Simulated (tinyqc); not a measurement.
Inside a calculation. Method: tight binding, dimerised chain. Computed by tinyqc, a small Python program that keeps every step. Settings: t1 = 1.52, t2 = 1.94, delta = 0, points = 8, cells = 5. Command: `OMP_NUM_THREADS=1 python tinyqc.py 28939 28940 out.jsonl` (the two numbers bound the seeds that draw the settings). One thread of a shared host (Intel(R) Xeon(R) Processor @ 2.60GHz), about 0.01 s of CPU time with the checks.

## Bloch Hamiltonian at k

Parameters chosen for this model:
```
parameter     value                      unit
t1         1.520000       eV, inside the cell
t2         1.940000         eV, between cells
delta             0  eV, +/- on the two sites
```

k point k (2 pi / a): [0.160000]

H_AA = +delta, H_BB = -delta, H_AB = -t1 - t2 exp(-i k a).

H(k) at k (eV), order A, B:
```
[[0.000000, -2.559504+1.637996i],
 [-2.559504-1.637996i, 0.000000]]
```

## Levels at k

Diagonalise the Hermitian matrix.

eigenvalues (eV): [-3.038765, 3.038765]

weights |c|^2 of the basis functions, order A, B:
```
[[0.500000, 0.500000],
 [0.500000, 0.500000]]
```

## Bloch Hamiltonian at X

k point X (2 pi / a): [0.500000]

As before.

H(k) at X (eV), order A, B:
```
[[0.000000, 0.420000],
 [0.420000, 0.000000]]
```

## Levels at X

As before.

eigenvalues (eV): [-0.420000, 0.420000]

weights |c|^2 of the basis functions, order A, B:
```
[[0.500000, 0.500000],
 [0.500000, 0.500000]]
```

## Bands along a path

The same steps at evenly spaced points between the labelled ones.

Bands along the path (eV):
```
k            band 1    band 2
G         -3.460000  3.460000
G-X 0.20  -3.293214  3.293214
G-X 0.40  -2.810064  2.810064
G-X 0.60  -2.061927  2.061927
G-X 0.80  -1.141377  1.141377
X         -0.420000  0.420000
```

With 1 band(s) filled, the highest filled level on these points lies at X and the lowest empty one at X: a gap of 0.8400 eV, direct.

## Berry (Zak) phase of the lower band

On 8 points k_j = j/N: phase = -Im ln of the product of <u_j|u_(j+1)>, closed with u_N = u_0 (the cell-periodic part is taken without the site positions). Single arguments depend on the phases chosen for the u_j; only their sum modulo 2 pi does not.

Overlaps:
```
j  |<u_j|u_j+1>|  argument (rad)
0       0.975576       -0.221469
1       0.973294        0.674566
2       0.961472       -1.184682
3       0.668050        2.302381
4       0.668050        2.302381
5       0.961472       -1.184682
6       0.973294        0.674566
7       0.975576       -0.221469
```

phase / pi, folded into (-1, 1] = 1.000000

## Open chain of 5 cells

H of the open chain (eV):
```
[[0.000000, -1.520000, 0.000000, 0.000000, 0.000000, 0.000000, 0.000000, 0.000000, 0.000000, 0.000000],
 [-1.520000, 0.000000, -1.940000, 0.000000, 0.000000, 0.000000, 0.000000, 0.000000, 0.000000, 0.000000],
 [0.000000, -1.940000, 0.000000, -1.520000, 0.000000, 0.000000, 0.000000, 0.000000, 0.000000, 0.000000],
 [0.000000, 0.000000, -1.520000, 0.000000, -1.940000, 0.000000, 0.000000, 0.000000, 0.000000, 0.000000],
 [0.000000, 0.000000, 0.000000, -1.940000, 0.000000, -1.520000, 0.000000, 0.000000, 0.000000, 0.000000],
 [0.000000, 0.000000, 0.000000, 0.000000, -1.520000, 0.000000, -1.940000, 0.000000, 0.000000, 0.000000],
 [0.000000, 0.000000, 0.000000, 0.000000, 0.000000, -1.940000, 0.000000, -1.520000, 0.000000, 0.000000],
 [0.000000, 0.000000, 0.000000, 0.000000, 0.000000, 0.000000, -1.520000, 0.000000, -1.940000, 0.000000],
 [0.000000, 0.000000, 0.000000, 0.000000, 0.000000, 0.000000, 0.000000, -1.940000, 0.000000, -1.520000],
 [0.000000, 0.000000, 0.000000, 0.000000, 0.000000, 0.000000, 0.000000, 0.000000, -1.520000, 0.000000]]
```

The same hoppings without the wrap-around bond.

levels (eV): [-3.318790, -2.906297, -2.254634, -1.411461, -0.264334, 0.264334, 1.411461, 2.254634, 2.906297, 3.318790]

weights of the highest filled level on the sites: [0.246037, 0.007441, 0.142040, 0.030848, 0.073635, 0.073635, 0.030848, 0.142040, 0.007441, 0.246037]

The bulk gap runs from -0.4200 to 0.4200 eV; 2 level(s) of this chain lie inside it: end states, which need the weaker bond inside the cell and a chain longer than their decay length.
